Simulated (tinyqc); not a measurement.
Worked calculation: capillary instabilities by surface diffusion: grooving and agglomeration of films, edge retraction, wire break-up and smoothing of roughness. Computed by tinyqc, a small Python program that keeps every step. Command: `OMP_NUM_THREADS=1 python tinyqc.py 3026076 3026077 out.jsonl dewet walk`. One thread of a shared host (Intel(R) Xeon(R) Processor @ 2.30GHz), about 0.01 s of CPU time with the checks. Intermediate numbers are printed to about 6 digits and carried at full precision; extremes and crossings named in words are read from the listed rows.

Isotropic surface energy; shapes change by surface diffusion alone.

Inputs (values chosen for the exercise, of the order of those of a nickel silicide film): surface energy gamma_s = 1.44 J/m^2; grain-boundary energy gamma_b = 0.58 J/m^2; contact angle on the substrate theta = 85 degrees; atomic volume Omega = 12.2 angstrom^3; surface sites nu = 15 1/nm^2; prefactor D0 = 9.9e-06 m^2/s; activation energy Q = 1.91 eV; temperature T = 859 K; time t = 4900 s; film thickness h = 9.4 nm; grain radius R = 58 nm; wire radius r = 2.8 nm; initial ripple over radius = 0.02; roughness wavelength lambda = 30 nm.

Grooves: at the surface only.

Constants: k_B = 8.617333262e-05 eV/K; k_B = 1.380649e-23 J/K.

## The Mullins constant

B = D_s nu gamma_s Omega^2/(k_B T), D_s = D0 exp(-Q/(k_B T)).

D_s = 6.16040e-17 m^2/s

B = 16.6996 nm^4/s

length (B t)^(1/4) = 16.9132 nm

Lengths grow as t^(1/4): doubling one takes 16 times as long, or roughly 110 K more.

## Will grooves cut through?

Groove angle beta: sin(beta) = gamma_b/(2 gamma). For circular grains of radius R with spherical caps the groove ends (measured from the mean surface) at the depth R g(beta), g = (2 - 3 cos beta + cos^3 beta)/(3 sin^3 beta). The film parts if R g(beta_s) > h.

beta_s = 11.6182 degrees

sum of g = 0.0510438

critical R/h = 19.5910

final depth over h = 0.314951

The grooves stop short by this estimate; triple junctions groove deeper and may still open.

## Groove growth in time

Mullins' isolated groove: depth below the flat surface d = 0.780 m (B t)^(1/4), m = tan(beta_s), width between the ridges 4.6 (B t)^(1/4); time to reach h: (h/(0.780 m))^4/B.

groove depth = 2.71235 nm

groove width = 77.8007 nm

time to reach the substrate = 706843 s

Caution: the grains are too small for the surface groove ever to reach the depth h.

## Retraction of a straight edge

A rim shaped as a circular segment with contact angle theta holds the area h x; its radius r obeys r^2 (theta - sin theta cos theta) = h x. To advance, the edge must carry a strip of the rim height H = r (1 - cos theta) over the rim, driven by the curvature 1/r over the distance r theta (the scaling argument of Brandon and Bradshaw): H dx/dt = B/(theta r^2) gives x^(5/2) = (5/2) B t c^(3/2)/(theta (1 - cos theta) h^(3/2)), c = theta - sin theta cos theta.

retraction x = 37.5704 nm

rim height H = 14.5155 nm

present speed = 0.00306697 nm/s

The rim is 1.5 times the film thickness. x goes as t^(2/5) h^(-3/5): thin films retract faster.

## Break-up of a free wire

A wire with r + A cos(k z) has dA/dt = (B/r^4) (kr)^2 [1 - (kr)^2] A: unstable for wavelengths above 2 pi r, fastest at kr = 1/sqrt 2 with the rate B/(4 r^4); break-up time about (4 r^4/B) ln(r/A0); each wavelength makes a sphere of radius (3 r^2 lambda_m/4)^(1/3).

fastest wavelength = 24.8801 nm

break-up time = 57.5953 s

radius of the spheres = 5.26918 nm

t over the break-up time = 85.0763

The wire breaks up within t. Caution: faceting can stabilise wires along low-index directions.

## Smoothing against break-up

Roughness of wavelength lambda on a flat face decays as exp[-B (2 pi/lambda)^4 t]; the smoothing time is that for a factor e^3.

Times (s); the last column is (h/(0.780 tan beta_s))^4/B:
```
T (K)   B (nm^4/s)    smoothing  wire break-up  groove to depth h
730    2.05652e-01  7.58147e+03    4.67692e+03        5.73978e+07
773    1.05147e+00  1.48283e+03    9.14742e+02        1.12262e+07
816    4.51331e+00  3.45455e+02    2.13107e+02        2.61537e+06
859    1.66996e+01  9.33643e+01    5.75953e+01        7.06843e+05
902    5.44133e+01  2.86538e+01    1.76762e+01        2.16932e+05
945    1.58882e+02  9.81322e+00    6.05366e+00        7.42940e+04
1031   1.03020e+03  1.51343e+00    9.33620e-01        1.14579e+04
```

All times share 1/B, so their ratios do not depend on T: break-up over smoothing is 0.62. The wire breaks before this roughness is smoothed, at any temperature. Smoothing is safe for lambda well below 2 pi r, above which a ripple along the wire grows instead. B spans 3.7 decades over these rows.

Checks made by the program: g against the volume of a spherical cap (relative difference below 1e-10).
